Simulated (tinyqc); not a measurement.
Lattice vibrations of a chain, step by step. One step of it, computed by the program tinyqc.

Question. Frequencies. omega^2 are the eigenvalues; wavenumber = 521.4708 sqrt(eigenvalue) 1/cm.

D(q) (eV/(angstrom^2 u)):
```
                    1          2                   3
1            1.368231  -0.325755  0.024718+0.392884i
2           -0.325755   0.249515           -0.082655
3  0.024718-0.392884i  -0.082655            0.294178
```

Give: eigenvalues; wavenumbers; weights |e|^2 of the mass-weighted modes.

Answer.

eigenvalues: 0.0492  0.2913  1.5714

wavenumbers (1/cm): 115.7  281.4  653.7

weights |e|^2 of the mass-weighted modes:
```
        mode 1  mode 2  mode 3
atom 1  0.1146  0.0224  0.8629
atom 2  0.4563  0.4900  0.0537
atom 3  0.4290  0.4876  0.0834
```
